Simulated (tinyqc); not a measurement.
Classical Heisenberg spin chain: exact results, Metropolis, heat-bath and over-relaxation steps, and a Monte Carlo run: one step, computed by the program tinyqc.

E = -J sum_i s_i . s_(i+1) for unit vectors s_i on an open chain; K = J/(k_B T).

Task: Exact results. Each bond angle is independent, so u = <s_i . s_(i+1)> = coth K - 1/K, <s_i . s_(i+n)> = u^n, correlation length xi = -1/ln|u|, energy per bond -J u, heat capacity per bond c/k_B = 1 - K^2/sinh^2 K, and for the long chain chi = mu^2 (1 + u)/(3 k_B T (1 - u)) per spin.

Inputs (values chosen for the exercise, for a model chain of large moments): coupling J = -18 meV; temperature T = 464 K; moment mu = 4.7 mu_B.

Constants: k_B = 8.617333262e-05 eV/K; mu_B = 5.7883818060e-05 eV/T.

Give: K; u; xi; energy per bond; heat capacity; chi over the Curie value; chi.

Result:

K = -0.4502

u = -0.1481

xi = 0.5235 sites

energy per bond = -2.665 meV

heat capacity = 0.06490 k_B/bond

chi over the Curie value = 0.7421

chi = 0.007910 mu_B/T per spin

For |K| << 1, u = K/3 = -0.1501.
